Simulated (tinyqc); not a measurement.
Permittivity of the insulator from five potentials.

Question. A node lies on a semiconductor-insulator interface. Steps: hs = tb/2 down into the semiconductor, ho = tox/1 up into the insulator, hy = L/4 sideways. The flux balance of its box reads eox (hy/ho)(above - node) + eps_r (hy/hs)(below - node) + [(eps_r hs + eox ho)/(2 hy)](left + right - 2 node) - q Na (hs/2) hy/eps0 = 0. Find eox.

Values chosen for this exercise; semiconductor permittivity close to that of silicon:

| symbol | value | unit | meaning |
|---|---|---|---|
| eps_r | 11.8 |  | relative permittivity of the semiconductor |
| tb | 5 | nm | half the body thickness |
| tox | 1.2 | nm | insulator thickness |
| L | 25 | nm | channel length |
| Na | 0 | cm^-3 | acceptor density of the depleted body |

Constants: q = 1.602176634e-19 C, eps0 = 8.8541878128e-14 F/cm where lengths are in cm. Results are converted to the units shown.

psi (V): node -0.020120801, above -0.14, below 0.044326934, left 0.045962643, right 0.10902618

Answer. The balance is linear in eox.

eox = 3.900

tinyqc, about 0.1 s, one thread, Intel Xeon 2.30GHz (shared host): `OMP_NUM_THREADS=1 python tinyqc.py 2480013 2480014 out.jsonl`
